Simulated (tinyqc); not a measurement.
# Longitudinal sound in a periodic multilayer: transfer matrices, stop bands and folded phonons, step by step

A worked calculation. Computed by tinyqc, a small Python program that keeps every step. Command: `OMP_NUM_THREADS=1 python tinyqc.py 3009195 3009196 out.jsonl multilayer walk`. One thread of a shared host (Intel(R) Xeon(R) Processor @ 2.30GHz), about 0.01 s of CPU time with the checks. Intermediate numbers are printed to about 6 digits and carried at full precision; extremes and crossings named in words are read from the listed rows.

Layers 1 and 2 repeat with period d = d_1 + d_2; waves travel normal to the layers, without loss. State vector (u, s): displacement u and stress divided by omega. Impedances Z = rho v are in 1e6 kg/(m^2 s).

Inputs (values chosen for the exercise, modelled on silica (layer 1), titanium nitride (layer 2) and silica (substrate)):
```
quantity,value,unit
density rho_1,2.23,g/cm^3
velocity v_1,6010,m/s
thickness d_1,27.1,nm
density rho_2,5.47,g/cm^3
velocity v_2,10500,m/s
thickness d_2,46.8,nm
substrate density,2.18,g/cm^3
substrate velocity,5860,m/s
periods N,2,-
frequency f,40.6,GHz
optical wave vector q d/pi,0.087,-
```

## Impedances, mean velocity and Bragg frequency

Z = rho v; interface reflection r = (Z_2 - Z_1)/(Z_2 + Z_1) (stress amplitude, from 1 into 2); Bragg frequency f_B = 1/[2 (d_1/v_1 + d_2/v_2)]; long-wave velocity v_eff = d/sqrt[(d_1/v_1)^2 + (d_2/v_2)^2 + (Z_1/Z_2 + Z_2/Z_1)(d_1/v_1)(d_2/v_2)].

Z_1 = 13.4023

Z_2 = 57.435

Z of the substrate = 12.7748

interface reflection r = 0.621603

Bragg frequency f_B = 55.7644 GHz

long-wave velocity v_eff = 6456.25 m/s

## Transfer matrix of one period

A layer maps (u, s) by [[cos p, sin p/Z], [-Z sin p, cos p]], p = 2 pi f d_i/v_i; one period is M = M_2 M_1, and cos(q d) = trace(M)/2.

phase p_1 = 1.15027 rad

phase p_2 = 1.13701 rad

M:
```
,1,2
1,-0.0216987,0.0350785
2,-26.4179,-3.37816
```

trace(M)/2 = -1.69993

|trace/2| > 1: f lies in a stop band, and the amplitude falls by a factor 3.075 a period.

## Transmission through N periods

For N periods A = M^N. A wave comes from a thick layer of material 1 and leaves into the substrate (Z_s): transmitted power T = 4 Z_1 Z_s/|Z_1 A_22 + Z_s A_11 - i (Z_1 Z_s A_12 - A_21)|^2, reflected power R = 1 - T.

A = M^N:
```
,1,2
1,-0.926228,-0.119262
2,89.8170,10.4853
```

transmitted power T = 0.0238505

T in decibel = -16.2250 dB

## The first stop band

Gap m contains m f_B; its edges, where trace(M)/2 = (-1)^m, are found by root search. Weak-contrast estimate of the width: (4 f_B/pi) |r sin(m pi a)|, a = (d_1/v_1)/(d_1/v_1 + d_2/v_2).

lower edge = 31.9513 GHz

upper edge = 79.5755 GHz

width/f_B = 85.4024 %

transmitted power at f_B = 0.0112427

## The first four gaps

The formulas are those given above.

Stop bands (GHz):
```
m,lower edge,upper edge,width,weak-contrast estimate
1,31.951,79.575,47.6241,44.1329
2,111.128,111.932,0.8042,0.8042
3,143.487,191.093,47.6054,44.1182
4,222.256,223.865,1.6083,1.6081
```

With a = 0.503, gap 1 is the widest and gap 2 the narrowest: the layers are near a quarter wave each at f_B, so the even gaps almost close. The weak-contrast estimate misses the first width by -7.3 % at |r| = 0.62. Odd gaps open at the edge of the folded zone (q = pi/d), even ones at its centre.

## Mirror strength against the number of periods

The formulas are those given above.

Transmitted power:
```
N,T at f_B,T at f_B (dB),T at f
1,0.187637,-7.26681,0.219059
2,0.0112427,-19.4913,0.0238505
3,6.15514e-04,-32.1076,0.00252834
4,3.35285e-05,-44.7459,2.67515e-04
6,9.94311e-08,-70.0248,2.99362e-06
8,2.94865e-10,-95.3038,3.34993e-08
12,2.59313e-15,-145.862,4.19481e-12
16,2.28047e-20,-196.420,5.25278e-16
24,1.76371e-30,-297.536,8.23650e-24
```

At f_B each further period removes 12.64 dB at large N, which is 20 log10 of the impedance ratio, 12.64 dB, as for a quarter-wave stack; 99 % reflection needs N = 3 among these rows. At f, in a stop band, T decays as well. Values below about 1e-6 belong to the ideal stack: roughness and scattering into other modes, left out here, set a floor in a real one.

## Folded doublet seen in light scattering

Light transfers the wave vector q. Solve trace(M)/2 = cos(q d) on the first branch (Brillouin line) and on the two branches around 2 f_B (first folded doublet); 1/cm = 29.9792458 GHz.

Brillouin line = 3.79577 GHz

lower folded mode = 107.713 GHz

upper folded mode = 115.347 GHz

centre of the doublet = 3.72025 1/cm

splitting / twice the Brillouin frequency = 1.00564

The doublet is split by about twice the Brillouin frequency, as for a folded straight line; its centre measures the period.

Checks made by the program: trace against Rytov's formula cos p_1 cos p_2 - (1/2)(Z_1/Z_2 + Z_2/Z_1) sin p_1 sin p_2 (relative difference below 1e-10).
